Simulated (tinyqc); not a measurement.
p-n diode, drift-diffusion by the Gummel loop with Scharfetter-Gummel fluxes: one step of the calculation.

Abrupt junction at x = 0, p side from -Lp, n side to Ln, ohmic contacts. psi is counted from the intrinsic level; n = ni exp((psi - phin)/Vt), p = ni exp((phip - psi)/Vt). Contacts: p side psi = V - Vt ln(Na/ni), p = Na, n = ni^2/Na; n side psi = Vt ln(Nd/ni), n = Nd, p = ni^2/Nd. Constant mobilities, D = mu Vt, Boltzmann statistics, SRH recombination through a mid-gap level, U = (n p - ni^2)/(tp (n + ni) + tn (p + ni)). Current is positive from the p contact to the n contact.

Problem. Poisson equation. With phin and phip held, solve a_i (psi_(i+1) - psi_i) - a_(i-1) (psi_i - psi_(i-1)) + q w_i (p_i - n_i + C_i) = 0 for the inner nodes by Newton steps to convergence; a_i = eps0 eps_r/h_i, h_i = x_(i+1) - x_i, w_i = (h_(i-1) + h_i)/2, C = -Na or +Nd.

Values chosen for this exercise; band and dielectric values close to those of germanium: temperature T = 300 K; relative permittivity eps_r = 15.9; acceptor density of the p side Na = 7.4e17 cm^-3; donor density of the n side Nd = 5.5e17 cm^-3; bias of the p contact V = 0.4 V.

Constants: q = 1.602176634e-19 C, kB = 1.380649e-23 J/K, Vt = kB T/q, eps0 = 8.8541878128e-14 F/cm where lengths are in cm. Results are converted to the units shown.

| node | x (nm) | phin after round 1 (V) | phip after round 1 (V) |
|---|---|---|---|
| 0 | -2500 | 0.40000000 | 0.40000000 |
| 1 | -968 | 0.01318415 | 0.39994801 |
| 2 | -369 | 0.00443447 | 0.39992878 |
| 3 | -134 | 0.00163580 | 0.39992146 |
| 4 | -42.8 | 0.00062287 | 0.39991865 |
| 5 | -7 | 0.00030834 | 0.39991728 |
| 6 | 7 | 0.00028561 | 0.39990661 |
| 7 | 48.5 | 0.00028239 | 0.39972541 |
| 8 | 171 | 0.00027525 | 0.39901933 |
| 9 | 535 | 0.00025406 | 0.39680593 |
| 10 | 1610 | 0.00019108 | 0.38903124 |
| 11 | 4800 | 0.00000000 | 0.00000000 |

ni = 2.0506936e13 cm^-3

Wanted: psi; n after Poisson; p after Poisson.

Solution.

| node | psi (V) | n after Poisson (cm^-3) | p after Poisson (cm^-3) |
|---|---|---|---|
| 0 | 0.12872 | 5.6829e8 | 7.4000e17 |
| 1 | 0.12860 | 1.7819e15 | 7.4178e17 |
| 2 | 0.12856 | 2.4953e15 | 7.4250e17 |
| 3 | 0.12854 | 2.7788e15 | 7.4277e17 |
| 4 | 0.12869 | 2.9058e15 | 7.3859e17 |
| 5 | 0.13990 | 4.5394e15 | 4.7856e17 |
| 6 | 0.24981 | 3.1898e17 | 6.8135e15 |
| 7 | 0.26391 | 5.5030e17 | 3.9224e15 |
| 8 | 0.26406 | 5.5379e17 | 3.7937e15 |
| 9 | 0.26403 | 5.5349e17 | 3.4872e15 |
| 10 | 0.26392 | 5.5259e17 | 2.5919e15 |
| 11 | 0.26361 | 5.5000e17 | 7.6461e8 |

Program tinyqc, `OMP_NUM_THREADS=1 python tinyqc.py 2240053 2240054 out.jsonl`; Intel Xeon 2.30GHz, shared host, one thread, about 0.2 s.
